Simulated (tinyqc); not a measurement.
Inside a calculation. Method: tight binding, honeycomb lattice. One step of it, computed by the program tinyqc.

Task: Levels at k. Diagonalise the Hermitian matrix.

H(k) at k (eV):
```
,A,B
A,-0.045098,-1.004894+0.672008i
B,-1.004894-0.672008i,0.045199
```

Give: eigenvalues; weights |c|^2 of the basis functions.

Result:

eigenvalues (eV): -1.2097  1.2098

weights |c|^2 of the basis functions:
```
,band 1,band 2
A,0.5187,0.4813
B,0.4813,0.5187
```
